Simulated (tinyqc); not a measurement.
# Random telegraph noise from one oxide trap in a small MOSFET, step by step

Numbers from tinyqc (`OMP_NUM_THREADS=1 python tinyqc.py 2710074 2710075 out.jsonl`; about 0.01 s on one thread of a shared Intel Xeon 2.30GHz). Printed values are rounded.

An acceptor-like trap exchanges electrons with the channel. Inversion charge Q = Cox u, u = n Vt W0(exp((Vg - VT)/(n Vt))), W0 the Lambert function, n = nf, Cox = eps0 eox/tox; linear regime Id = (W/L) mu Q Vd. Relative to threshold the surface potential rises by Vt ln(u/u0) and the oxide voltage by the rest of Vg - VT, with u0 = n Vt W0(1).

Parameters, values chosen for the exercise; values of the order met in silicon transistors:
- T = 350 K (temperature)
- eox = 8.9 (relative permittivity of the gate insulator (close to aluminium oxide))
- tox = 4.6 nm (insulator thickness)
- xt = 1.3 nm (depth of the trap from the channel interface)
- E0 = 0.16 eV (trap level above the channel Fermi level at threshold)
- s0 = 9e-16 cm^2 (capture prefactor)
- EB = 0.19 eV (capture barrier (lattice relaxation))
- lt = 0.19 nm (tunnelling decay length)
- vth = 1.5e7 cm/s (thermal velocity)
- zi = 2.1 nm (thickness of the inversion layer)
- VT = 0.45 V (threshold voltage)
- nf = 1.14 (body factor)
- W = 41 nm (gate width)
- L = 30 nm (gate length)
- mu = 120 cm^2/(V s) (mobility)
- asc = 0 V s (scattering coefficient of the charged trap)
- Vd = 0.05 V (drain voltage)
- Vg = 0.82 V (gate voltage)

Constants: q = 1.602176634e-19 C, kB = 1.380649e-23 J/K, Vt = kB T/q, eps0 = 8.8541878128e-14 F/cm where lengths are in cm. Results are converted to the units shown.

Range of the model: VT is taken as given; short-channel effects and the uneven flow of current among few electrons are left out.

## Trap level, time constants and occupancy

N = Cox u/q; dpsi = Vt ln(u/u0); E = E0 - dpsi - (xt/tox)(Vg - VT - dpsi); capture time tc = 1/[(N/zi) vth s0 exp(-xt/lt - EB/Vt)]; emission time te = tc exp(-E/Vt); occupancy te/(tc + te).

u = 0.295982 V
N = 3.16473e12 cm^-2
dpsi = 0.0820333 V
E = -0.00341517 eV
tc = 2.50563e-6 s
te = 2.80604e-6 s
occupancy = 0.528278

The trap lies 0.11 Vt below the Fermi level, so it is filled most of the time.

## Step height

A = W L; threshold step dV = q (1 - xt/tox)/(Cox A); gm/Id = 1/(u + n Vt); relative step dI/I = (gm/Id) dV + asc mu/A. Id as defined.

electrons in the channel N A = 38.9261
dV = 5.45482 mV
gm/Id = 3.02695 1/V
number part of dI/I = 1.65115 %
dI/I = 1.65115 %
Id = 4.15777 uA
dI = 68.6509 nA

## Lorentzian spectrum

Spectrum S(f) = 4 dI^2/{(tc + te)[(1/tc + 1/te)^2 + (2 pi f)^2]}; corner fc = (1/tc + 1/te)/(2 pi); variance dI^2 tc te/(tc + te)^2. Give S at f = 0, at fc and at 10 fc.

fc = 1.20238e5 Hz
S(0) = 6.21844e-21 A^2/Hz
S(fc) = 3.10922e-21 A^2/Hz
S(10 fc) = 6.15687e-23 A^2/Hz
rms current = 34.2705 nA

The rms value is 0.499 of the step; it reaches its largest share, 1/2, when tc = te.
